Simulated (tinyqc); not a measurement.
# Worked calculation: Zener tunnelling in a reverse-biased junction, two-band WKB

tinyqc, about 0.01 s, one thread, Intel Xeon 2.30GHz (shared host): `OMP_NUM_THREADS=1 python tinyqc.py 2620081 2620082 out.jsonl` Printed values are rounded.

Abrupt p-n junction, depletion approximation. Energies E are counted from the conduction-band edge of the neutral n side; its Fermi level lies at dn, that of the p side at dn - V, and the valence-band edge of the neutral p side at Em = dn + dp - V. Tunnelling needs 0 < E < Em. Two-band dispersion with equal masses m: inside the gap kappa = sqrt(m u (1 - u/Eg)/C), u the distance from a band edge, C = hbar^2/(2 m0).

Inputs (values chosen for the exercise); band and dielectric values close to those of indium arsenide: temperature T = 300 K; band gap Eg = 0.356 eV; relative permittivity eps_r = 14.9; conduction-band density of states at 300 K Nc = 8.66e16 cm^-3; valence-band density of states at 300 K Nv = 6.57e18 cm^-3; band-edge mass of the two-band model m = 0.025 m0; acceptor density Na = 3.7e19 cm^-3; donor density Nd = 3.4e18 cm^-3; bias of the p side V = -0.52 V; points of the energy grid nE = 11.

Constants: q = 1.602176634e-19 C, kB = 1.380649e-23 J/K, hbar = 1.054571817e-34 J s, h = 6.62607015e-34 J s, m0 = 9.1093837015e-31 kg, Vt = kB T/q, eps0 = 8.8541878128e-14 F/cm where lengths are in cm, hbar^2/(2 m0) = 0.0380998212 eV nm^2. Results are converted to the units shown.

Range of the model: Parabolic densities of states, no band tails and no gap narrowing, all of which matter at such doping. Where S is below about 4 the WKB prefactor of 1 is a rough guess.

## Fermi levels and built-in voltage

Nd = Nc F12(dn/Vt), Na = Nv F12(dp/Vt), F12(x) = (2/sqrt(pi)) int_0^infinity sqrt(u)/(1 + exp(u - x)) du; dn = EF - Ec on the n side, dp = Ev - EF on the p side (negative outside the bands); Vbi = Eg + dn + dp.

dn = 0.359508 eV
dp = 0.0926819 eV
Vbi = 0.808190 V

Boltzmann statistics would give dn = 0.0949 eV and dp = 0.0447 eV. At zero bias the bands of the two sides overlap by dn + dp.

## Width, field and exponent

W = sqrt(2 eps0 eps_r (Vbi - V)(1/Na + 1/Nd)/q), mean field F = (Vbi - V)/W, peak field 2 F. In a uniform field F the exponent is S = pi sqrt(m/C) Eg^1.5/(4 F). Transverse energy Et = C kt^2/m raises it to S (1 + 4 Et/Eg), so T = exp(-S) exp(-Et/Eb) with Eb = Eg/(4 S). KJ = (2 q^2/h) m/(4 pi C) (times 1e14 for A/cm^2 per eV^2).

W = 26.5038 nm
mean field = 0.501132 MV/cm
S = 2.69663
exp(-S) = 0.0674326
Eb = 33.0042 meV
tunnelling length Eg/F = 7.10391 nm

## Current density on a coarse grid

J = KJ exp(-S) Eb times the integral from 0 to Em of [f(E - dn) - f(E - dn + V)] [1 - exp(-min(E, Em - E)/Eb)] dE, f(x) = 1/(1 + exp(x/Vt)), with S and Eb from the mean field; J > 0 flows from p to n. KJ = (2 q^2/h) m/(4 pi C) (times 1e14 for A/cm^2 per eV^2). Simpson's rule on nE equally spaced points from 0 to Em.

```
point	E (eV)	difference of the f	transverse factor
0	0.000000	-0.000001	0.00000
1	0.097219	-0.000039	0.94743
2	0.194438	-0.001683	0.99724
3	0.291657	-0.067571	0.99985
4	0.388876	-0.756943	0.99999
5	0.486095	-0.992583	1.00000
6	0.583314	-0.999816	0.99999
7	0.680533	-0.999542	0.99985
8	0.777752	-0.980850	0.99724
9	0.874971	-0.543764	0.94743
10	0.972190	-0.026986	0.00000
```

integral = -0.511118 eV
KJ = 4.04578e8 A/(cm^2 eV^2)
J = -4.60216e5 A/cm^2

A converged quadrature gives -4.635e5 A/cm^2; this grid is 0.72 % below that in size.
